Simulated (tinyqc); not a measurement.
Surface potential of a MOS transistor: implicit equation and explicit approximations: one step of the calculation.

p-type body, charge-sheet picture, depletion and inversion only, full ionisation (an idealisation for deep acceptors), Boltzmann statistics (rough once Na exp(x - xn) passes about Nc/7). In units of Vt: xg = (Vg - Vfb)/Vt, x = psi/Vt, G = gamma/sqrt(Vt), xn = (2 phiF + Vc)/Vt. The implicit equation is (xg - x)^2 = G^2 [x - 1 + exp(x - xn)] for x above about 3. Cox = eps0 eox/tox.

Problem. Potential, charges and gate control. psi = Vt x; N_dep = Cox Vt G sqrt(x - 1)/q; N_inv = (Cox Vt G/q) [sqrt(x - 1 + exp(x - xn)) - sqrt(x - 1)]; dpsi/dVg = 1/[1 + G^2 (1 + exp(x - xn))/(2 (xg - x))].

Inputs (values chosen for the exercise); band and dielectric values those of a made-up semiconductor: temperature T = 300 K; relative permittivity of the gate insulator (close to silicon dioxide) eox = 3.9; insulator thickness tox = 2.1 nm; channel-body voltage Vc = 0 V.

Constants: q = 1.602176634e-19 C, kB = 1.380649e-23 J/K, Vt = kB T/q, eps0 = 8.8541878128e-14 F/cm where lengths are in cm. Results are converted to the units shown.

converged x = 25.962346
G = 0.39076247
xn = 17.706580
xg = 50.286245

Give: psi; N_dep; N_inv; dpsi/dVg.

Solution.

psi = 0.6712 V
N_dep = 5.180e11 cm^-2
N_inv = 5.936e12 cm^-2
dpsi/dVg = 0.07641

psi lies 8.3 Vt above 2 phiF + Vc.

Numbers from tinyqc (`OMP_NUM_THREADS=1 python tinyqc.py 2122183 2122184 out.jsonl`; about 0.01 s on one thread of a shared Intel Xeon 2.30GHz).
